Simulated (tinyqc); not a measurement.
Sublattice potential against complex hopping: Haldane model. Computed by the program tinyqc. 

Honeycomb lattice:
```
parameter,value
t1 (eV),0.900000
t2 (eV),0.100000
phi (rad),1.510000
```

H_AA = delta - 2 t2 sum cos(k.b + phi), H_BB = -delta - 2 t2 sum cos(k.b - phi), H_AB = -t1 (1 + exp(-i k.a1) + exp(-i k.a2)), b = a1, a2 - a1, -a2, m = 3 sqrt3 t2 sin(phi); the sign of the Chern number follows the orientation k1 then k2.

Gaps at the two valleys (eV) and Chern number of the lower band (12 x 12 mesh):
```
delta,gap 2|delta - m|,gap 2|delta + m|,Chern number
-0.934,2.905,0.831,0
-0.674,2.385,0.311,0
-0.311,1.659,0.415,-1
0.000,1.037,1.037,-1
0.207,0.623,1.451,-1
0.389,0.259,1.815,-1
0.648,0.259,2.333,0
1.037,1.037,3.111,0
```

Here |m| = 0.5187 eV. For |delta| < |m| the two valleys have masses of opposite sign and the Chern number is +/-1; one gap closes at |delta| = |m|, and beyond it the band is trivial.
